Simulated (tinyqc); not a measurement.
Which roughness does what: X-ray reflectivity of a thin film on silicon: critical angles, Parratt recursion, fringes and roughness. Computed by tinyqc, a small Python program. Command: `OMP_NUM_THREADS=1 python tinyqc.py 3120802 3120803 out.jsonl xrr walk`. One thread of a shared host (Intel(R) Xeon(R) Processor @ 2.30GHz), about 0.01 s of CPU time with the checks.

n = 1 - delta + i beta; the classical electron radius is r_e = 2.8179403e-6 nm. Layer 0 is vacuum, 1 the film, 2 the substrate.

Inputs (values chosen for the exercise, modelled on TiN on silicon, copper K-alpha radiation): wavelength lambda = 0.15406 nm; film density rho = 5.37 g/cm^3; effective electrons per unit mass, film = 0.471 mol/g; beta/delta, film = 0.077; film thickness d = 24.3 nm; roughness of the surface sigma_1 = 0.36 nm; roughness of the interface sigma_2 = 0.23 nm; substrate density = 2.33 g/cm^3; effective electrons per unit mass, substrate = 0.507 mol/g; beta/delta, substrate = 0.023; grazing angle theta = 1.48 degrees.

Constants: N_A = 6.02214076e+23 1/mol.

Method:
- delta = r_e lambda^2 rho_e/(2 pi), rho_e = density x electrons per mass x N_A; critical angle sqrt(2 delta), q_c = 4 sqrt(pi r_e rho_e).
- k_j = (2 pi/lambda) sqrt(sin^2 theta - 2 delta_j + 2 i beta_j); r_ij = (k_i - k_j)/(k_i + k_j) x exp(-2 k_i k_j sigma^2) (Nevot-Croce); r = (r_01 + r_12 p)/(1 + r_01 r_12 p), p = exp(2 i k_1 d); R = |r|^2.
- Far above the critical angle the period is d theta = lambda/(2 d), or 2 pi/d in q; the envelope runs between (|r_01| - |r_12 p|)^2 and (|r_01| + |r_12 p|)^2; contrast = 2 a b/(a^2 + b^2) with a = |r_01|, b = |r_12 p|; roughness factors on the amplitudes are about exp(-q^2 sigma^2/2).
- R is averaged over one period above each angle (64 points); contrast = (max - min)/(max + min) of R theta^4 over that period. Cases: smooth; only sigma_1; only sigma_2; both.

period in theta = 0.181625 degrees

Constants:
```
layer      rho_e (1/nm^3)        delta         beta  critical angle (degrees)  q_c (1/nm)
film              1523.16  1.62135e-05  1.24844e-06                  0.326270    0.464487
substrate          711.40  7.57263e-06  1.74170e-07                  0.222977    0.317437
```

Mean R and contrast:
```
theta (degrees)   R smooth  contrast  R, sigma_1  contrast, sigma_1  R, sigma_2  contrast, sigma_2     R, both  contrast, both
0.8              0.0015886   0.77380  1.3616e-03            0.83281  1.5701e-03            0.75264  1.3428e-03         0.81303
1.2              0.0003708   0.78722  2.7241e-04            0.89029  3.5943e-04            0.74563  2.6115e-04         0.85492
1.8              0.0000693   0.79814  3.5159e-05            0.96609  6.5113e-05            0.70729  3.0924e-05         0.90650
2.5              0.0000200   0.80782  6.7706e-06            0.98294  1.7901e-05            0.63169  4.7011e-06         0.98454
3.5              0.0000056   0.81473  1.3467e-06            0.62298  4.7195e-06            0.48238  4.6920e-07         0.94181
```

At 2.5 degrees sigma_1 alone multiplies the mean R by 0.34 and sigma_2 alone by 0.90; the contrast goes from 0.81 (smooth) to 0.98 and 0.63.
